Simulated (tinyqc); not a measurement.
Width of the well: finite square well with mass mismatch (envelope functions).

A square well of width L and depth V0, mass mw inside and mb outside, energies from the bottom of the well, c = hbar^2/2m0. k = sqrt(mw E/c), kappa = sqrt(mb (V0 - E)/c). psi and psi'/m are continuous at the walls (BenDaniel-Duke), so level n solves k L + 2 atan[(k/mw)/(kappa/mb)] = n pi.

Constants: hbar^2/2m0 = 3.80998211 eV angstrom^2.

Parameters, chosen for this exercise (near those of a non-polar GaN well in AlGaN; not measured data): V0 = 0.54 eV (barrier height); mw = 0.199 m0 (mass in the well); mb = 0.243 m0 (mass in the barrier); Ls = (9, 12, 15, 18, 23, 29, 36) angstrom (widths).

Levels against L, beside the infinite well E1(hard) = c (pi/L)^2/mw; Pb is the probability of level 1 in the barriers; a dash marks an unbound level.

Levels:
```
L (angstrom)  bound levels  E1 (eV)  E2 (eV)  E1(hard) (eV)     Pb
9                        1   0.3426        -         2.3328  0.431
12                       1   0.2773        -         1.3122  0.301
15                       1   0.2268        -         0.8398  0.215
18                       1   0.1879        -         0.5832  0.159
23                       2   0.1415   0.4926         0.3572  0.101
29                       2   0.1049   0.3928         0.2247  0.063
36                       2   0.0776   0.2997         0.1458  0.040
```

The infinite well overestimates E1 by a factor 6.81 at 9 angstrom and 1.88 at 36 angstrom. The local exponent d ln E1/d ln L goes from -0.73 (first two rows) to -1.40 (last two), towards the -2 of hard walls, as Pb falls from 0.431 to 0.040. E2 - E1 is largest at 23 angstrom of the widths listed.

tinyqc: `OMP_NUM_THREADS=1 python tinyqc.py 1282636 1282637 out.jsonl`; about 0.01 s, one thread, shared Intel(R) Xeon(R) Processor @ 2.30GHz.
